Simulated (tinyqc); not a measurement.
On-chip power grid, static voltage drop by conjugate gradients: course of the conjugate-gradient iteration.

A grid of 3 rows and 4 columns, node k = 4 row + column. Neighbours in a row are joined by Rx, in a column by Ry; pad nodes, which reach the supply through Rp: 0, 8. Each node draws I0, node 2 draws kh I0. The drops u = Vdd - V solve G u = i, with G the conductance matrix (1/Rp added on the diagonal at pad nodes).

G_kk = sum of the conductances at node k. Start u = 0, so the residual is r = i; p = r.

q = G p; a = (r.r)/(p.q); u(new) = u + a p; r(new) = r - a q; b = (r.r)(new)/(r.r); p(new) = r(new) + b p.

Stop when |r| is below 1e-9 mA.

Inputs (values chosen for the exercise):
```
symbol,value,unit,meaning
Rx,0.37,ohm,resistance of a horizontal segment
Ry,0.39,ohm,resistance of a vertical segment
Rp,0.14,ohm,resistance from a pad node to the supply
I0,11,mA,load current of an ordinary node
kh,3,,factor on the load at the hot node
```

Course of the iteration:
```
iteration	largest u (mV)	|r| (mA)
1	14.2969	87.1
2	29.8171	92.0
3	35.7071	53.3
4	42.2640	37.0
5	44.2461	12.2
6	44.3969	2.99
7	44.2722	0.512
8	44.2608	0.139
9	44.2723	0.0913
10	44.2804	0.0368
11	44.2831	2.98e-3
12	44.2831	< 1e-11
```

Did this iteration meet its convergence test, and what does its course show?

Yes. Converged in 12 iterations for 12 unknowns; in exact arithmetic the method needs at most 12. The condition number of the matrix is 46.9. Gauss-Seidel sweeps in node order need 249 to reach the same residual.

Computed by the program tinyqc: `OMP_NUM_THREADS=1 python tinyqc.py 2770133 2770134 out.jsonl`, one thread of a shared Intel Xeon 2.30GHz, about 0.09 s for the whole run.
